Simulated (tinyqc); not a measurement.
Power law or saturation: oxide trap near a transistor channel: two-state multiphonon kinetics, telegraph noise and bias instability. Computed by tinyqc, a small Python program. Command: `OMP_NUM_THREADS=1 python tinyqc.py 3008148 3008149 out.jsonl oxidetrap walk`. One thread of a shared host (Intel(R) Xeon(R) Processor @ 2.30GHz), about 0.01 s of CPU time with the checks.

An n-channel device under positive gate bias. The trap is empty (state 1) or holds an electron (state 2); both states are parabolas of equal curvature, and the electron reservoir is taken at the Fermi level of the channel.

Inputs (values chosen for the exercise, with an insulator like Si3N4 on silicon): attempt rate k_0 at the interface = 5e+12 1/s; temperature T = 250 K; mean capture barrier mu_c = 1.2 eV; spread of the barriers s_c = 0.27 eV; saturation shift dV_max = 180 mV.

Parts treated: one trap and an ensemble.

Constants: k_B = 8.617333262e-05 eV/K.

Method. For a normal spread of capture barriers (given for the stress field, with depth and field not resolved, k_0 being taken as the effective rate of the ensemble), traps with barrier below k_B T ln(k_0 t) are filled: dV(t) = (dV_max/2) erfc((mu_c - k_B T ln(k_0 t))/(sqrt(2) s_c)); local exponent n = d ln dV/d ln t (central difference, factor 1.01 in t). The extrapolation continues the power law fitted through 10 s and 1000 s.

Against stress time:
```
t (s)     shift (mV)  local exponent  power law (mV)  shift at T + 50 K (mV)
1.00e-03       0.698         0.23708           1.000                    1.90
1.00e-01       1.956         0.21041           2.203                    5.59
1.00e+01       4.851         0.18426           4.851                   13.89
1.00e+03      10.685         0.15878          10.685                   29.29
1.00e+05      20.968         0.13417          23.533                   52.88
1.00e+07      36.829         0.11067          51.831                   82.73
3.00e+08      52.168         0.09421          92.864                  105.97
```

What does the comparison show, and why?

The exponent falls from 0.237 to 0.094 as the front climbs the distribution, so the power law overstates the shift at 3e8 s (about ten years) by a factor 1.78. Heating by 50 K raises the shift at 1000 s by a factor 2.74: time and temperature enter only through T ln(k_0 t).
